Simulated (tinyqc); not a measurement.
A stack of flat layers between unequal leads with mass mismatch, transfer matrices: one step of the calculation.

One electron of energy E comes from the left lead (band edge 0); no transverse momentum. Parabolic bands, masses in units of m0, C = hbar^2/(2 m0); psi and psi'/m are continuous at every interface. The layers follow each other from left to right, then the right lead.

Task. Matrices of the layers. For the pair (psi, psi'/m) a flat layer has M = [[cos kd, (m/k) sin kd], [-(k/m) sin kd, cos kd]] with k = sqrt(m (E - U)/C) above its edge U, and M = [[cosh Kd, (m/K) sinh Kd], [(K/m) sinh Kd, cosh Kd]] with K = sqrt(m (U - E)/C) below it. M12 is in nm, M21 in 1/nm.

Inputs (values chosen for the exercise); masses and band edges of a made-up stack:

| symbol | value | unit | meaning |
|---|---|---|---|
| U | [0.21, -0.04, 0.16, 0.08] | eV | band edges of the layers, left to right |
| m | [0.075, 0.097, 0.11, 0.1] | m0 | masses of the layers |
| d | [3, 1.7, 2.1, 2.2] | nm | widths of the layers |
| E | 0.042 | eV | electron energy |

Constants: q = 1.602176634e-19 C, hbar = 1.054571817e-34 J s, m0 = 9.1093837015e-31 kg, hbar^2/(2 m0) = 0.0380998212 eV nm^2. Results are converted to the units shown.

Wanted: M of layer 1; M of layer 2; M of layer 3; M of layer 4.

Result.

M of layer 1:

|  | 1 | 2 |
|---|---|---|
| 1 | 2.8960 | 0.35445 |
| 2 | 20.839 | 2.8960 |

M of layer 2:

|  | 1 | 2 |
|---|---|---|
| 1 | 0.71320 | 0.14881 |
| 2 | -3.3018 | 0.71320 |

M of layer 3:

|  | 1 | 2 |
|---|---|---|
| 1 | 1.8501 | 0.29335 |
| 2 | 8.2594 | 1.8501 |

M of layer 4:

|  | 1 | 2 |
|---|---|---|
| 1 | 1.2512 | 0.23813 |
| 2 | 2.3751 | 1.2512 |

tinyqc, about 0.01 s, one thread, Intel Xeon 2.30GHz (shared host): `OMP_NUM_THREADS=1 python tinyqc.py 2560002 2560003 out.jsonl`
